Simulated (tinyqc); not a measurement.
Worked calculation: Wannier function of the lower band of a two-orbital chain. Values are carried at full precision from step to step, so a last printed digit may differ when a step is redone from the rounded ones.

H(k) = [[-d/2 - 2 ta cos k, -t1 - t2 exp(-ik)], [-t1 - t2 exp(ik), d/2 - 2 tb cos k]], k in 1/a, Bloch sums with exp(ikR) and without the positions inside the cell. Mesh k_j = 2 pi j/N. Projection gauge: each lower eigenvector u is multiplied by the phase that makes <trial|u> real and positive (the one-band case of Loewdin orthogonalisation). Wannier amplitudes w(R) = (1/N) sum_k exp(ikR) u(k); hoppings H(R) = (1/N) sum_k exp(-ikR) E(k).

Values chosen for the exercise:
- d = 1.49 eV (A at -d/2, B at +d/2)
- t1 = 2.42 eV (A-B in the cell)
- t2 = 0.25 eV (B to A of the next cell)
- ta = 0.1 eV (A-A between cells)
- tb = 0.32 eV (B-B between cells)
- N = 5 (k points)
- th = 45 degrees (trial orbital cos(th) A + sin(th) B in cell 0)
- xb = 0.59 a (position of B (A at 0))
- a = 4.3 angstrom (period)
- kq = 1.28 1/a (point off the mesh)

## Bloch states in the projection gauge

Diagonalise at each mesh point and fix the phase.

Mesh:
```
j  E lower (eV)  E upper (eV)               u_A               u_B  |<trial|u>|
0       -3.1411        2.3011           0.77231           0.63524       0.9953
1       -2.7281        2.4685  0.79323-0.03267i  0.60717+0.03267i       0.9902
2       -2.0668        2.7464  0.83143-0.02202i  0.55476+0.02202i       0.9802
3       -2.0668        2.7464  0.83143+0.02202i  0.55476-0.02202i       0.9802
4       -2.7281        2.4685  0.79323+0.03267i  0.60717-0.03267i       0.9902
```

The projection is smallest at j = 2 and 3 (0.9802); the gauge is smooth as long as it stays away from zero.

## The Wannier function

w(R) = (1/N) sum_j exp(2 pi i j R/N) u_j, for the N cells nearest the origin; it is real.

Amplitudes:
```
R      on A     on B
-2   0.0012  -0.0016
-1  -0.0342   0.0402
0    0.8043   0.5918
1    0.0011   0.0050
2   -0.0002  -0.0002
```

norm = 1.0000

Cell 0 holds 99.7 % of the weight.

## Centre and spread in real space

Point-like orbitals at R (A) and R + xb (B): centre <x>, spread <x^2> - <x>^2.

centre in units of a = 0.205
centre in angstrom = 0.881
spread = 1.506 angstrom^2

## The same from overlaps (Marzari-Vanderbilt)

b = 2 pi/N; M_j = u_j^+ diag(1, exp(-i b xb)) u_(j+1), with u_N = u_0. Centre = -(1/2 pi) sum arg M_j; gauge-invariant part Omega_I = (1/(N b^2)) sum (1 - |M_j|^2); gauge-dependent part Omega_D = (1/(N b^2)) sum (arg M_j + b centre)^2.

Overlaps:
```
j   |M_j|  arg M_j (rad)
0  0.9504        -0.2885
1  0.9327        -0.2401
2  0.9205        -0.2067
3  0.9327        -0.2401
4  0.9504        -0.2885
```

centre from overlaps = 0.201 a
Omega_I = 0.0768 a^2
Omega_D = 0.0006 a^2

The centre is the Berry phase over 2 pi and does not depend on the trial orbital (modulo a). Omega_D is 0.8 % of the total; in one dimension a gauge that spreads the phase evenly removes it. The total is 0.0774 a^2, against 0.0815 a^2 (centre 0.205 a) in real space on 96 cells.

## Hoppings and interpolation

H(R) = (1/N) sum_j E_j cos(2 pi j R/N) for R = 0 to N/2. Interpolation: E(k) = H(0) + 2 sum H(R) cos(kR), the term R = N/2 of an even mesh counted once.

H(0), H(1), ... (eV): [-2.5462, -0.2966, -0.0009]

interpolated E(kq) = -2.7148 eV

The exact value is -2.7148 eV; the interpolation is off by 0.0 meV. Though the chain has short hoppings, the single band has longer ones, made by paths through the other orbital, which the tails of the Wannier function carry.

## Checks

- Centre from overlaps against the real-space centre on 200 points: both 0.2049.
- Omega_I + Omega_D against the real-space spread on 200 points: both 0.0815.

(tinyqc, `OMP_NUM_THREADS=1 python tinyqc.py 1452023 1452024 out.jsonl`, Intel(R) Xeon(R) Processor @ 2.30GHz, 1 thread, shared host, about 0.1 s.)
